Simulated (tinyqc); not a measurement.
Band edges of strained Si(1-x)Ge(x) on relaxed Si(1-y)Ge(y): one step. Conduction valleys of the layer. Three cases, with inputs chosen for the exercise.

Problem. Give the hydrostatic shifts, the uniaxial shifts and the edges.

A valley with unit axis u lies at Ev + gap + (av + a_valley) tr(e) + Xu (u.e.u - tr(e)/3); the Delta axes are x, y, z and the L axes [111], [1-1-1], [-11-1], [-1-11]. The second-order shift of the Delta valleys under shear is left out; it lowers the pair normal to the sheared plane by tens of meV at a shear of 1 %.

Case 1.

Interpolated values (a in angstrom, C11, C12, C44 in GPa, all else in eV):

| symbol | layer | buffer |
|---|---|---|
| a | 5.561844 | 5.429000 |
| Dso | 0.189730 | 0.044000 |
| av | 1.742000 | 2.450000 |
| b | -2.395500 | -2.130000 |
| d | -5.125000 | -4.830000 |
| C11 | 143.522000 | 163.700000 |
| C12 | 54.788000 | 64.700000 |
| C44 | 72.020000 | 79.100000 |
| Ev | 0.359900 | 0.000000 |
| ED | 0.980079 | 1.178000 |
| EL | 1.276310 | 2.038000 |
| aD | 1.453700 | 1.790000 |
| aL | -2.783300 | -2.860000 |
| XuD | 8.963400 | 8.810000 |
| XuL | 15.245900 | 15.830000 |

strain tensor in the cubic axes:
```
             x            y            z
x  -0.01271444   0.01117051   0.01117051
y   0.01117051  -0.01271444   0.01117051
z   0.01117051   0.01117051  -0.01271444
```

Case 2.

Interpolated values (a in angstrom, C11, C12, C44 in GPa, all else in eV):

| symbol | layer | buffer |
|---|---|---|
| a | 5.659000 | 5.602840 |
| Dso | 0.286000 | 0.228160 |
| av | 1.220000 | 1.524800 |
| b | -2.560000 | -2.444800 |
| d | -5.330000 | -5.219600 |
| C11 | 126.700000 | 135.796000 |
| C12 | 48.100000 | 51.988000 |
| C44 | 67.700000 | 70.556000 |
| Ev | 0.670000 | 0.509200 |
| ED | 0.921000 | 0.947122 |
| EL | 0.728000 | 1.030160 |
| aD | 1.340000 | 1.455200 |
| aL | -2.880000 | -2.964000 |
| XuD | 9.750000 | 9.531600 |
| XuL | 15.120000 | 15.213600 |

strain tensor in the cubic axes:
```
             x            y           z
x  -0.00992401   0.00000000  0.00000000
y   0.00000000  -0.00992401  0.00000000
z   0.00000000   0.00000000  0.00753505
```

Case 3.

Interpolated values (a in angstrom, C11, C12, C44 in GPa, all else in eV):

| symbol | layer | buffer |
|---|---|---|
| a | 5.472600 | 5.448800 |
| Dso | 0.094400 | 0.069700 |
| av | 2.220000 | 2.345000 |
| b | -2.172000 | -2.121000 |
| d | -4.848000 | -4.789000 |
| C11 | 159.820000 | 163.910000 |
| C12 | 60.560000 | 62.030000 |
| C44 | 76.500000 | 77.700000 |
| Ev | 0.130000 | 0.065000 |
| ED | 1.084040 | 1.118560 |
| EL | 1.746400 | 1.871200 |
| aD | 1.768000 | 1.809000 |
| aL | -2.852000 | -2.841000 |
| XuD | 9.240000 | 9.240000 |
| XuL | 15.868000 | 15.939000 |

strain tensor in the cubic axes:
```
             x            y           z
x  -0.00434894   0.00000000  0.00000000
y   0.00000000  -0.00434894  0.00000000
z   0.00000000   0.00000000  0.00329585
```

Give: hydrostatic shifts of Delta and L; uniaxial shifts; valley edges.

Solution.

Case 1.

hydrostatic shifts of Delta and L (eV): -0.1219  0.0397

uniaxial shifts (eV): Delta x 0.0000, Delta y 0.0000, Delta z 0.0000, L [111] 0.3406, L [1-1-1] -0.1135, L [-11-1] -0.1135, L [-1-11] -0.1135

valley edges (eV): Delta x 1.2181, Delta y 1.2181, Delta z 1.2181, L [111] 2.0165, L [1-1-1] 1.5624, L [-11-1] 1.5624, L [-1-11] 1.5624

The lowest set is Delta6 (the digit counts whole valleys) at 1.2181 eV; the Delta valleys spread over 0 meV and the L valleys over 454 meV.

Case 2.

hydrostatic shifts of Delta and L (eV): -0.0315  0.0204

uniaxial shifts (eV): Delta x -0.0567, Delta y -0.0567, Delta z 0.1135, L [111] 0.0000, L [1-1-1] 0.0000, L [-11-1] 0.0000, L [-1-11] 0.0000

valley edges (eV): Delta x 1.5027, Delta y 1.5027, Delta z 1.6730, L [111] 1.4184, L [1-1-1] 1.4184, L [-11-1] 1.4184, L [-1-11] 1.4184

The lowest set is L4 (the digit counts whole valleys) at 1.4184 eV; the Delta valleys spread over 170 meV and the L valleys over 0 meV.

Case 3.

hydrostatic shifts of Delta and L (eV): -0.0215  0.0034

uniaxial shifts (eV): Delta x -0.0235, Delta y -0.0235, Delta z 0.0471, L [111] 0.0000, L [1-1-1] 0.0000, L [-11-1] 0.0000, L [-1-11] 0.0000

valley edges (eV): Delta x 1.1690, Delta y 1.1690, Delta z 1.2396, L [111] 1.8798, L [1-1-1] 1.8798, L [-11-1] 1.8798, L [-1-11] 1.8798

The lowest set is Delta4 (the digit counts whole valleys) at 1.1690 eV; the Delta valleys spread over 71 meV and the L valleys over 0 meV.

Computed by tinyqc, one run a case: `OMP_NUM_THREADS=1 python tinyqc.py N N+1 out.jsonl` with N = 1050390, 1050426, 1050623; one thread of a shared Intel(R) Xeon(R) Processor @ 2.30GHz, about 0.02 s a run at most.
